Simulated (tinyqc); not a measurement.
Order-disorder in a binary alloy on two sublattices: Bragg-Williams and pair (quasi-chemical) approximations: one step, computed by the program tinyqc. Command: `OMP_NUM_THREADS=1 python tinyqc.py 3024637 3024638 out.jsonl order walk`. One thread of a shared host (Intel(R) Xeon(R) Processor @ 2.30GHz), about 0.01 s of CPU time with the checks.

All z = 4 neighbours of a site lie on the other sublattice. B fills the sublattices with x + eta/2 and x - eta/2; energies are per site, from the pure components: u = -z w y with y the probability of an A-B bond taken in one order.

Question. Energy, entropy and site fractions. a = x + eta/2, b = x - eta/2; u = -z w [x (1 - x) + eta^2/4]; s/k_B = [s2(a) + s2(b)]/2, s2(c) = -c ln c - (1 - c) ln(1 - c); gain on ordering = f(eta) - f(0), f = u - T s. Superlattice over fundamental intensity = [eta (f_B - f_A)/2]^2/[(1 - x) f_A + x f_B]^2.

Inputs (values chosen for the exercise, for a model alloy): ordering energy w = (e_AA + e_BB)/2 - e_AB = 41.1 meV; fraction x of B = 0.5; temperature T = 527 K.

Lattice: square (z = 4).

scattering factors f_A, f_B (electrons): 16  46

order parameter eta = 0.9342868

Constants: k_B = 8.617333262e-05 eV/K.

Give: B fraction on its own sublattice; B fraction on the A sublattice; energy u; entropy s; gain on ordering; intensity ratio.

Answer.

B fraction on its own sublattice = 0.9671

B fraction on the A sublattice = 0.03286

energy u = -76.98 meV/site

entropy s = 0.1445 k_B/site

gain on ordering = -10.96 meV/site

intensity ratio = 0.2044

The antisite fraction is 0.0329; the dilute estimate exp(-z w/(k_B T)) gives 0.0268.
